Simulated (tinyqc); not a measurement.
p-n heterojunction, non-linear Poisson equation by Newton steps, Boltzmann statistics: starts and damping rules compared.

One dimension, material 1 (p-type) at x < 0 and material 2 (n-type) at x > 0. Band edges: Ec = -psi in material 1 and -psi + dEc in material 2, Ev = Ec - Eg. Flat quasi-Fermi levels: 0 for holes, +V for electrons. n = Nc F((EFn - Ec)/Vt), p = Nv F((Ev - EFp)/Vt), with F(eta) = exp(eta) (Boltzmann statistics); full ionisation, no interface charge, classical densities; the doping types are chosen for the exercise.

a_i = eps0 eps_r/h_i for the interval from node i to i + 1, with h_i = x_(i+1) - x_i in cm.

n_i = Nc F(a_n), a_n = (V - Ec_i)/Vt; p_i = Nv F(a_p), a_p = (Ec_i - Eg)/Vt; rho_i = p_i - n_i + C_i with C = -N1 or +N2; g_i = (n_i + p_i)/Vt. Box widths w_i = (h_(i-1) + h_i)/2 in cm. Residual F_i = a_i (psi_(i+1) - psi_i) - a_(i-1) (psi_i - psi_(i-1)) + q rho_i w_i; Jacobian: a_(i-1) and a_i beside the diagonal, b_i = -a_(i-1) - a_i - q g_i w_i on it. The two end nodes are fixed.

Iterations until the largest undamped |d| is below 1e-9 V (the last, tiny step is counted), with a cap of 100; "overflow" would mean that an exponential left the range of double precision. Starts:
- neutral: psi_L on the nodes of material 1 and psi_R on those of material 2.
- smooth: psi_L + (psi_R - psi_L)(1 + tanh(x/s))/2 on the inner nodes with s = 61 nm, psi_L and psi_R on the ends.
- linear: A straight line in x from psi_L to psi_R.

Rules for the step d, which solves the tridiagonal system a_(i-1) d_(i-1) + b_i d_i + a_i d_(i+1) = -F_i:
- full Newton steps: the full step is added.
- logarithmic damping: each component d is damped to sign(d) Vt ln(1 + |d|/Vt) before it is added.
- steps capped at 4 Vt: if the largest |d| exceeds 4 Vt, the whole step is scaled down so that it equals 4 Vt.
- halved steps: half of the step is added while the largest |d| exceeds 1.5 Vt, the full step after that.

Values chosen for this exercise; band and dielectric values close to those of In0.53Ga0.47As and InP:
```
symbol,value,unit,meaning
T,300,K,temperature
Eg1,0.737,eV,band gap of material 1
er1,14.1,,relative permittivity of material 1
Nc1,2.12e17,cm^-3,conduction-band density of states of material 1
Nv1,7.64e18,cm^-3,valence-band density of states of material 1
Eg2,1.34,eV,band gap of material 2
er2,12.7,,relative permittivity of material 2
Nc2,5.72e17,cm^-3,conduction-band density of states of material 2
Nv2,1.11e19,cm^-3,valence-band density of states of material 2
dEc,0.25,eV,conduction-band offset Ec2 - Ec1
N1,2.8e16,cm^-3,acceptor density of material 1
N2,2.4e16,cm^-3,donor density of material 2
V,0.28,V,bias of side 1 against side 2
```

Constants: q = 1.602176634e-19 C, kB = 1.380649e-23 J/K, Vt = kB T/q, eps0 = 8.8541878128e-14 F/cm where lengths are in cm. Results are converted to the units shown.

```
node  x (nm)  material
0       -350         1
1       -251         1
2       -172         1
3       -109         1
4      -57.6         1
5      -16.5         1
6       16.5         2
7       55.4         2
8        101         2
9        155         2
10       218         2
11       293         2
12       381         2
```

eps_r, interval 0 to 11: 14.1  14.1  14.1  14.1  14.1  13.3634  12.7  12.7  12.7  12.7  12.7  12.7
psi_L = -0.591997 V
psi_R = -0.111979 V

Iterations needed:
```
         full Newton steps  logarithmic damping  steps capped at 4 Vt  halved steps
neutral                  6                   10                     6             8
smooth                   5                    6                     5             5
linear                  19                    8                     7            10
```

The fewest iterations, 5, are needed by full Newton steps from the smooth start and steps capped at 4 Vt from the smooth start and halved steps from the smooth start. Every pairing converges. Lowest count for the worst start: steps capped at 4 Vt, at most 7 iterations.

Numbers from tinyqc (`OMP_NUM_THREADS=1 python tinyqc.py 2040152 2040153 out.jsonl`; about 0.05 s on one thread of a shared Intel Xeon 2.30GHz).
